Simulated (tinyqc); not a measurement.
# From one set of inputs to another, one input at a time

Model: microkinetic model of low-temperature epitaxy from hydride gases: adsorption, hydrogen desorption and rate control. Computed by tinyqc, a small Python program. Command: `OMP_NUM_THREADS=1 python tinyqc.py 3031077 3031078 out.jsonl hepi ladder`. One thread of a shared host (Intel(R) Xeon(R) Processor @ 2.30GHz), about 0.03 s of CPU time with the checks.

Each hydride molecule needs two free sites and leaves four hydrogen atoms, of which two leave at once as H2; theta is the hydrogen coverage, the site density is 6.78 per nm^2 and one layer is 1.358 angstrom thick.

The inputs printed are set A. Inputs not listed in the table keep their values of set A, so the rows need not describe a real material.

Inputs (values chosen for the exercise, close to those used for silane and germane on Si(001)): silane pressure p_S = 0.97 Pa; sticking prefactor of silane s0 = 0.15; adsorption barrier E_s = 0.26 eV; desorption prefactor nu_d = 4.6e+12 1/s; desorption energy on silicon E_d = 2.19 eV; hydrogen carrier pressure p_H = 0 Pa; sticking of hydrogen s_H = 1.7e-08; temperature T = 730 C; germane pressure p_G = 0.01 Pa; sticking ratio of germane to silane r_G = 2.8; lowering of E_d per unit germanium fraction, dE = 0.48 eV.

Film: silicon-germanium. Order of hydrogen desorption: first.

Constants: k_B = 8.617333262e-05 eV/K; u = 1.6605390666e-27 kg; k_B = 1.380649e-23 J/K.

Method:
- Flux per site F = p/(sqrt(2 pi M k_B T) x 6.78e18 per m^2), M = 32.12 u (silane), 76.63 u (germane), 2.016 u (hydrogen); s = s0 exp(-E_s/(k_B T)); k_S = s F_S, k_G = r_G s F_G; germanium fraction x = k_G/(k_S + k_G); k = k_S + k_G; k_H = s_H F_H; k_d = nu_d exp(-(E_d - dE x)/(k_B T)).
- Temperatures in kelvin are T(C) + 273.15.
- With k the hydride and k_H the hydrogen adsorption rate on free pairs and k_d the desorption rate, steady state: 2 (k + k_H)(1 - theta)^2 = k_d theta; growth rate R = k (1 - theta)^2 layers/s; 1 layer/s = 8.148 nm/min.
- With c = 2 (k + k_H)/k_d the free share is 1 - theta = 2/(1 + sqrt(1 + 4c)).
- X_i = d ln R/d ln k_i at fixed other constants. With f = 1 - theta and a = 2/f + 1/theta: d ln f/d ln k_d = 1/(a f), so X_d = 2/(a f), X_k = 1 - X_d k/(k + k_H), X_H = -X_d k_H/(k + k_H); they sum to 1.

Each row keeps all changes above it:
```
input moved                                                            from           to  hydrogen coverage theta  X_d (desorption)  germanium fraction x
set A                                                                     -            -               3.0361e-01        4.6580e-01               0.01835
lowering of E_d per unit germanium fraction, dE (eV)                   0.48         0.56               3.0086e-01        4.6255e-01               0.01835
germane pressure p_G (Pa)                                              0.01       0.0015               3.1471e-01        4.7875e-01               0.00280
sticking prefactor of silane s0 and adsorption barrier E_s (eV)  0.15, 0.26  0.038, 0.29               9.7689e-02        1.7799e-01               0.00280
silane pressure p_S (Pa)                                               0.97        0.014               7.3117e-04        1.4613e-03               0.16264
desorption prefactor nu_d (1/s)                                     4.6e+12      1.4e+12               2.3944e-03        4.7774e-03               0.16264
sticking ratio of germane to silane r_G                                 2.8          3.6               1.9710e-03        3.9343e-03               0.19982
```

Which inputs carry the difference?

Hydrogen coverage theta goes from 0.304 to 0.00197, a factor 0.00649 in all. The largest single move comes from silane pressure p_S (a factor 0.00748), and desorption prefactor nu_d works against it (a factor 3.27). X_d (desorption) goes from 0.466 to 0.00393, a factor 0.00845 in all. The largest single move comes from silane pressure p_S (a factor 0.00821), and desorption prefactor nu_d works against it (a factor 3.27). Germanium fraction x goes from 0.0183 to 0.200, a factor 10.9 in all. The largest single move comes from silane pressure p_S (a factor 58.2), and germane pressure p_G works against it (a factor 0.152). The single moves hold for this order of the switches; the total does not depend on the order.

Extremes, crossings and ranges named in words are read from the listed rows.
